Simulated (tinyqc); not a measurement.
Middle barrier of the double well: double quantum well by finite differences.

Finite differences on points z_i at the centres of cells of width h: H_ii = (c/h^2)(1/m_(i-1/2) + 1/m_(i+1/2)) + V_i, H_(i,i+1) = -(c/h^2)/m_(i+1/2), where m_(i+1/2) is the mean of the masses at the two points (the end values are repeated outwards), psi = 0 on the points beyond both ends, c = hbar^2/2m0. The field adds e F (z - z0) with z0 the middle of the structure; 1 kV/cm = 1e-5 eV/angstrom.

Constants: hbar^2/2m0 = 3.80998211 eV angstrom^2.

Inputs chosen for the exercise (out of a larger set: near those of a strained Si well in SiGe; not measured data):
- layers = ((28, 0.174, 0.891), (28, 0, 0.907), (7, 0.174, 0.891), (35, 0, 0.907), (28, 0.174, 0.891)) (each layer: thickness in angstrom, band edge in eV, mass in m0)
- hf = 0.4375 angstrom (cell width of the fine grid)
- ws = (1.75, 3.5, 5.25, 7, 10.5, 14, 21) angstrom (widths of the middle barrier)

Fine grid, zero field, the third layer set to each width in turn. kappa = sqrt(m (V - E)/c) in that layer at the mean of E1 and E2 of the last row.

Splitting:
```
width (angstrom)  E1 (eV)  E2 (eV)  E2 - E1 (meV)  ln(E2 - E1)
1.75               0.0136   0.0304          16.77        2.820
3.50               0.0167   0.0298          13.04        2.568
5.25               0.0185   0.0293          10.87        2.386
10.50              0.0202   0.0288           8.55        2.146
14.00              0.0204   0.0287           8.24        2.109
21.00              0.0205   0.0286           8.14        2.096
```

Give the missing row, width (angstrom) = 7.00.

Computed row:
```
width (angstrom)  E1 (eV)  E2 (eV)  E2 - E1 (meV)  ln(E2 - E1)
7.00               0.0194   0.0290           9.62        2.264
```

kappa = 0.1869 1/angstrom

The splitting falls from 16.8 to 8.14 meV; the last slope of its logarithm is -0.0019 per angstrom, far from -kappa = -0.1869: the wells differ in width, so E2 - E1 levels off at the detuning of the two single-well levels.

tinyqc: `OMP_NUM_THREADS=1 python tinyqc.py 1280028 1280029 out.jsonl`; about 0.02 s, one thread, shared Intel(R) Xeon(R) Processor @ 2.30GHz.
